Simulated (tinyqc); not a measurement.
# One-dimensional ballistic tunnel FET, two-band WKB: effects of single changes

A p-type source for x < 0 with its Fermi level at 0 and its valence edge at ds; in the channel the bands fall as D exp(-x/lam) towards their flat values, with the conduction edge at Ec = ds - dP and D = dP + Eg. The gate moves dP one to one. The drain Fermi level lies at -Vd and the drain side reflects nothing. For w = E - Ec between 0 and dP an electron crosses the gap. Two-band dispersion with equal masses m: inside the gap kappa = sqrt(m u (1 - u/Eg)/C), u the distance from a band edge, C = hbar^2/(2 m0).

Inputs (values chosen for the exercise); band and dielectric values close to those of indium arsenide: temperature T = 350 K; band gap Eg = 0.345 eV; band-edge mass of the two-band model m = 0.028 m0; screening length of the source junction lam = 2.7 nm; source valence edge above the source Fermi level ds = 0.13 eV; drain bias Vd = 0.1 V; number of degenerate subbands (spin apart) g = 1; tunnelling window Ev(source) - Ec(channel) dP = 0.23 eV.

Constants: q = 1.602176634e-19 C, kB = 1.380649e-23 J/K, hbar = 1.054571817e-34 J s, h = 6.62607015e-34 J s, m0 = 9.1093837015e-31 kg, Vt = kB T/q, hbar^2/(2 m0) = 0.0380998212 eV nm^2. Results are converted to the units shown.

Each table varies one quantity; the others keep the values above.

## Output curve

S(w) = 2 lam int_0^Eg kappa(u) du/(w + Eg - u) = 2 pi lam sqrt(m/(C Eg)) [w + Eg/2 - sqrt(w (w + Eg))], T(w) = exp(-S). I = g (2 q^2/h) int_0^dP T(w) [f(E) - f(E + Vd)] dw, E = ds - dP + w, f(x) = 1/(1 + exp(x/Vt)). Swing = d(dP)/d(log10 I).

Results:
```
Vd (V),I (uA)
0.02,0.2961
0.09,0.9524
0.16,1.132
0.24,1.157
0.31,1.159
0.38,1.159
0.45,1.159
0.6,1.159
```

Estimate the missing row, Vd = 0.53 V.

Computed row:
```
Vd (V),I (uA)
0.53,1.159
```

With this row back in the table: I rises from 0.296 to 1.16 uA; it reaches 95 % of the last value at Vd = 0.16 V among the rows. The drain Fermi level passes the channel conduction edge at Vd = dP - ds = 0.100 V, after which the back flow dies out. The window dP is held fixed. In every row S at w = dP is below 2, where a WKB prefactor of 1 is a rough guess.

## Transfer curve and swing

Same model as above.

Transfer curve and swing:
```
dP (eV),T(w = dP),I (uA),swing (mV/decade)
0.0094,0.04620,3.534e-4,14.22
0.014,0.05713,6.638e-4,19.56
0.021,0.07278,0.001337,26.66
0.03,0.09184,0.002638,34.45
0.045,0.1218,0.006299,44.91
0.066,0.1608,0.01642,55.87
0.097,0.2131,0.05192,68.20
0.14,0.2765,0.1879,88.24
0.21,0.3614,0.7666,157.8
0.31,0.4540,1.952,408.2
```

I rises from 3.53e-4 to 1.95 uA and the swing rises from 14.2 to 408 mV/decade. The thermionic limit is Vt ln 10 = 69.4 mV/decade; the swing stays under it up to dP = 0.097 eV among the rows, where I is 0.0519 uA, 2.7 % of the last row. Leakage below the onset is not in the model. In 5 of the 10 rows S at w = dP is below 2, where a WKB prefactor of 1 is a rough guess.

## Effect of the screening length

Same model as above.

Results:
```
lam (nm),T(w = dP),I (uA),swing (mV/decade)
1,0.7004,3.051,276.5
1.7,0.5458,1.905,231.8
3.1,0.3315,0.7787,179.6
3.9,0.2493,0.4780,161.0
4.6,0.1943,0.3155,148.5
5.3,0.1514,0.2102,138.3
6,0.1180,0.1413,129.9
```

Estimate the missing row, lam = 2.4 nm.

Computed row:
```
lam (nm),T(w = dP),I (uA),swing (mV/decade)
2.4,0.4254,1.209,201.5
```

With this row back in the table: I falls from 3.05 to 0.141 uA, on average 0.267 decades a nanometre; S is proportional to lam, and at w = dP it gives 0.155. The swing falls from 277 to 130 mV/decade. In 7 of the 8 rows S at w = dP is below 2, where a WKB prefactor of 1 is a rough guess.

tinyqc, about 0.01 s, one thread, Intel Xeon 2.30GHz (shared host): `OMP_NUM_THREADS=1 python tinyqc.py 2620043 2620044 out.jsonl`
